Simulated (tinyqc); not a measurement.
# Donor in an ellipsoidal valley (Kohn-Luttinger variational method), step by step

A worked calculation. Computed by tinyqc, a small Python program that keeps every step. Command: `OMP_NUM_THREADS=1 python tinyqc.py 3029952 3029953 out.jsonl kohnlutt walk`. One thread of a shared host (Intel(R) Xeon(R) Processor @ 2.30GHz), about 0.05 s of CPU time with the checks. Intermediate numbers are printed to about 6 digits and carried at full precision; extremes and crossings named in words are read from the listed rows.

H = -(d^2/dx^2 + d^2/dy^2) - gamma d^2/dz^2 - 2/r in units built on m_t, with gamma = m_t/m_l and z along the valley axis. One valley; no valley-orbit or central-cell term.

Inputs (values chosen for the exercise, modelled on silicon):

| quantity | value | unit |
|---|---|---|
| transverse mass m_t | 0.189 | m_0 |
| longitudinal mass m_l | 0.89 | m_0 |
| dielectric constant eps | 11.6 | - |
| trial ratio b/a | 0.38 | - |
| observed depth chosen for 1s | 36.8 | meV |

Constants: Ry = 13.605693123 eV; a_0 = 0.529177210903 angstrom; h x 1 THz = 4.135667696 meV.

## Effective units

Ry* = Ry m_t/eps^2, a* = a_0 eps/m_t, gamma = m_t/m_l.

Ry* = 19.1103 meV

a* = 32.4786 angstrom

gamma = 0.212360

## Energy at a trial ratio

Trial function exp(-sqrt((x^2 + y^2)/a^2 + z^2/b^2)) with beta = b/a < 1: E = t/a^2 - u/a, t = (2 + gamma/beta^2)/3, u = 2 arcsin(sqrt(1 - beta^2))/sqrt(1 - beta^2); the best a is 2 t/u and E(beta) = -u^2/(4 t).

t = 1.15688

u = 2.55355

best a = 0.906094 a*

E(beta) = -1.40910 Ry*

## Minimum over the ratio

Golden-section search on beta from 0.05 to 0.999, 60 steps.

Search, first ten steps; c and d are the inner points:

| step | low | high | c | E(c) (Ry*) | d | E(d) (Ry*) |
|---|---|---|---|---|---|---|
| 1 | 0.050000 | 0.999000 | 0.412486 | -1.46071 | 0.636514 | -1.55017 |
| 2 | 0.412486 | 0.999000 | 0.636514 | -1.55017 | 0.774971 | -1.49360 |
| 3 | 0.412486 | 0.774971 | 0.550943 | -1.55533 | 0.636514 | -1.55017 |
| 4 | 0.412486 | 0.636514 | 0.498057 | -1.53845 | 0.550943 | -1.55533 |
| 5 | 0.498057 | 0.636514 | 0.550943 | -1.55533 | 0.583628 | -1.55729 |
| 6 | 0.550943 | 0.636514 | 0.583628 | -1.55729 | 0.603829 | -1.55591 |
| 7 | 0.550943 | 0.603829 | 0.571144 | -1.55720 | 0.583628 | -1.55729 |
| 8 | 0.571144 | 0.603829 | 0.583628 | -1.55729 | 0.591344 | -1.55698 |
| 9 | 0.571144 | 0.591344 | 0.578860 | -1.55735 | 0.583628 | -1.55729 |
| 10 | 0.571144 | 0.583628 | 0.575912 | -1.55733 | 0.578860 | -1.55735 |

best beta = 0.578899

radius a of the 1s trial function = 24.3851 angstrom

radius b of the 1s trial function = 14.1165 angstrom

1s binding energy, trial function = 29.7613 meV

The envelope is flattened along the heavy axis; beta is close to gamma^(1/3) = 0.597.

## Levels from a Gaussian basis

Gaussian basis: g = P exp(-al (x^2 + y^2) - be z^2) with P = 1 (s-like), z (2p0) or x (2p+-); al = 0.004 x 2.6^k, k = 0..11, and be/al = 1, gamma^(-1/2) or 1/gamma (36 functions); 1/r = (2/sqrt(pi)) int exp(-t^2 r^2) dt by 48 Gauss-Legendre points after t = sqrt(al_i + al_j) tan(theta); overlap eigenvalues below 1e-10 are dropped.

1s binding energy, Gaussian basis = 29.8001 meV

2p0 binding energy = 10.9030 meV

2p+- binding energy = 6.11810 meV

The two-parameter trial function recovers 99.87 % of the 1s binding of the larger basis. 2p0, with its lobes along the heavy axis, is bound 1.78 times as strongly as 2p+-.

## Optical lines and the chemical shift

With an observed depth of 1s, the lines are 1s -> 2p0 = depth - E(2p0) and 1s -> 2p+- = depth - E(2p+-); the chemical shift is depth - E(1s, Gaussian basis); 1 meV = 1 THz/4.135667696.

line 1s -> 2p0 = 25.8970 meV

line 1s -> 2p+- = 30.6819 meV

chemical shift = 6.99988 meV

frequency of the line 1s -> 2p+- = 7.41885 THz

The spacing of the two lines, 4.785 meV, does not depend on the depth, so it is the same for every donor in this host.

## Which single mass stands for the valley

A hydrogenic level is Ry m/eps^2 for one mass m; errors are against the Gaussian basis.

1s binding energy:

| rule | mass (m_0) | binding (meV) | error (%) |
|---|---|---|---|
| transverse mass | 0.189000 | 19.1103 | -35.872 |
| conductivity mass 3/(2/m_t + 1/m_l) | 0.256287 | 25.9139 | -13.041 |
| density-of-states mass (m_t^2 m_l)^(1/3) | 0.316790 | 32.0314 | 7.487 |
| longitudinal mass | 0.890000 | 89.9901 | 201.979 |
| trial function with a and b | - | 29.7613 | -0.130 |
| mass that fits 1s | 0.294723 | 29.8001 | 0.000 |

The conductivity mass, which is what a spherical trial function (a = b) gives, falls short by 13.0 %, as a restricted variational bound must; the density-of-states mass is off by +7.5 %. The mass that fits lies between the two.

## Levels against anisotropy

The trial energy is minimised over beta by golden section from 0.05 to 0.999, 60 steps.

Binding energies (Ry*):

| gamma | 1s, trial | 1s, Gaussians | 2p0 | 2p+- |
|---|---|---|---|---|
| 0.053 | 2.06905 | 2.08011 | 1.00351 | 0.366802 |
| 0.110 | 1.80336 | 1.80853 | 0.76054 | 0.344312 |
| 0.210 | 1.56154 | 1.56360 | 0.57350 | 0.320589 |
| 0.320 | 1.40439 | 1.40532 | 0.46807 | 0.303255 |
| 0.360 | 1.36088 | 1.36158 | 0.44100 | 0.298156 |
| 0.600 | 1.17595 | 1.17607 | 0.33584 | 0.274880 |
| 0.860 | 1.05080 | 1.05079 | 0.27341 | 0.257481 |

As gamma falls from 0.86 to 0.053, 1s deepens from 1.051 to 2.080 Ry*, on the way from the hydrogen value 1 to the two-dimensional limit 4; 2p+- moves from 0.257 to 0.367 (limits 1/4 and 4/9), while 2p0 climbs from 0.273 to 1.004 and joins 1s as gamma tends to 0. Near gamma = 1 the trial function is almost exact and can pass the Gaussian basis, whose own error is about 3e-5 Ry*.

Checks made by the program: the Gaussian basis at gamma = 1 against 1, 1/4 and 1/4 Ry* (relative difference 3e-05); trial function against Gaussian basis (relative difference 1e-03).
